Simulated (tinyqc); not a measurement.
Channel length: inversion-layer mobility, back-scattering and ballistic limit of a field-effect transistor. Computed by tinyqc, a small Python program. Command: `OMP_NUM_THREADS=1 python tinyqc.py 3017620 3017621 out.jsonl mos walk`. One thread of a shared host (Intel(R) Xeon(R) Processor @ 2.30GHz), about 0.01 s of CPU time with the checks.

The charge at the top of the source barrier is fixed by the gate; series resistance and short-channel effects are left out. F_j are Fermi integrals normalised to exp(eta) in the classical limit.

Inputs (values chosen for the exercise, modelled on a strained silicon n-channel):
```
quantity,value,unit
transport mass m,0.18,m_0
valley degeneracy g_v,2,-
weight w of the inversion charge,0.5,-
permittivity eps,11.7,-
"phonon mobility at 1 MV/cm and 300 K, mu_ph",570,cm^2/(V s)
"roughness mobility at 1 MV/cm, mu_sr",2100,cm^2/(V s)
"Coulomb mobility at N_inv = 1e12/cm^2, mu_C",750,cm^2/(V s)
electrical oxide thickness t_inv,1.4,nm
depletion charge N_dep,2.9e+12,1/cm^2
gate overdrive V_G - V_T,0.69,V
drain voltage V_D,1.1,V
exponent a of the critical length,0.83,-
temperature T,300,K
```

Statistics at the top of the barrier: Fermi-Dirac.

Constants: eps_0 = 8.8541878128e-12 F/m; e = 1.602176634e-19 C; m_0 = 9.1093837015e-31 kg; k_B = 1.380649e-23 J/K; hbar = 1.054571817e-34 J s; k_B = 8.617333262e-05 eV/K.

Method:
- N_inv = 3.9 eps_0 (V_G - V_T)/(e t_inv); effective field E_eff = e (N_dep + w N_inv)/(eps eps_0).
- mu_phonon = mu_ph (E_eff/1 MV/cm)^(-0.3) (T/300 K)^(-1.75); mu_rough = mu_sr (E_eff/1 MV/cm)^(-2); mu_Coulomb = mu_C (N_inv/1e12 cm^-2) (T/300 K); Matthiessen's rule adds 1/mu.
- F_j(eta) = (1/Gamma(j + 1)) int_0^infinity x^j/(1 + exp(x - eta)) dx, F_0 = ln(1 + exp(eta)). Integrals over x = E/(k_B T) use 160 Gauss-Legendre points in u = sqrt(x) from 0 to sqrt(max(eta, 0) + 32).
- Ballistic channel: N_2D = g_v m k_B T/(pi hbar^2), U = e V_D/(k_B T); eta_F solves N_inv = (N_2D/2)[F_0(eta_F) + F_0(eta_F - U)]; v_T = sqrt(2 k_B T/(pi m)); I/W = e (N_2D/2) v_T [F_1/2(eta_F) - F_1/2(eta_F - U)]; injection velocity v_T F_1/2(eta_F)/F_0(eta_F).
- Mean free path lambda = (2 k_B T/e)(mu/v_T) F_0(eta_0)/F_-1/2(eta_0), with eta_0 from N_inv = N_2D F_0(eta_0); critical length l = L (1 + U)^(-a), an empirical rule; back-scattering r = l/(l + lambda). Then eta solves N_inv = (N_2D/2)[(1 + r) F_0(eta) + (1 - r) F_0(eta - U)] and I/W = e (N_2D/2) v_T (1 - r)[F_1/2(eta) - F_1/2(eta - U)].
- The last column is the long-channel law e N_inv mu V/L with V = V_D - V_D^2/(2 V_ov) below pinch-off and V_ov/2 above, V_ov = V_G - V_T.

inversion density N_inv = 1.06224e+13 1/cm^2

effective mobility mu = 359.936 cm^2/(V s)

ballistic current I/W = 3953.67 microampere/micrometre

Currents (microampere/micrometre):
```
L (nm),r,I/W,ballistic ratio,long-channel law
5,0.00932,3865.5,0.97771,42268
10,0.01847,3781.1,0.95635,21134
20,0.03627,3622.4,0.91622,10567
40,0.06999,3340.8,0.84499,5283
80,0.13083,2888.4,0.73055,2642
160,0.23138,2267.5,0.57353,1321
400,0.42942,1370.7,0.34668,528
1000,0.65296,685.1,0.17327,211
```

What follows from these numbers?

The current scales as L^-0.76 at the long end and as L^-0.03 at the short end, where it reaches 98 % of the ballistic 3950. The long-channel law passes the ballistic limit between 40.0 and 80.0 nm and has no meaning below. At 1000 nm the model gives 3.24 times the long-channel law; the rule for l is a fit for short devices and fails wherever the model exceeds that law. Raising mu by 10 % at 20 nm raises I by 0.8 %.

Extremes, crossings and ranges named in words are read from the listed rows.
